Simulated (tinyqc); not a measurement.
Deal-Grove kinetics of thermal oxidation of silicon: one step, computed by the program tinyqc. Command: `OMP_NUM_THREADS=1 python tinyqc.py 3006256 3006257 out.jsonl oxide walk`. One thread of a shared host (Intel(R) Xeon(R) Processor @ 2.30GHz), about 0.02 s of CPU time with the checks.

Oxidant diffuses through the oxide and reacts at the interface, so that dx/dt = B/(A + 2x) for the oxide thickness x.

Problem. Rate constants. B = B0 p exp(-E_B/(k_B T)), B/A = (B/A)0 p^m exp(-E_A/(k_B T)), p in atm; A = B/(B/A). Temperatures in kelvin are T(C) + 273.15.

Inputs (values chosen for the exercise, close to those used for silicon):
```
quantity,value,unit
prefactor B0,862,um^2/h
activation energy E_B,1.22,eV
prefactor (B/A)0,6.93e+06,um/h
activation energy E_A,2.01,eV
temperature T,1050,C
oxidant pressure p,1,atm
pressure exponent m of B/A,0.71,-
```

Ambient: dry oxygen. Surface: (111).

Constants: k_B = 8.617333262e-05 eV/K.

Give: parabolic constant B; linear constant B/A; length A.

Solution.

parabolic constant B = 0.019437 um^2/h

linear constant B/A = 0.15304 um/h

length A = 0.12701 um

Reaction at the interface limits growth while x is well below A/2 = 0.0635 um, diffusion once x is well above it.
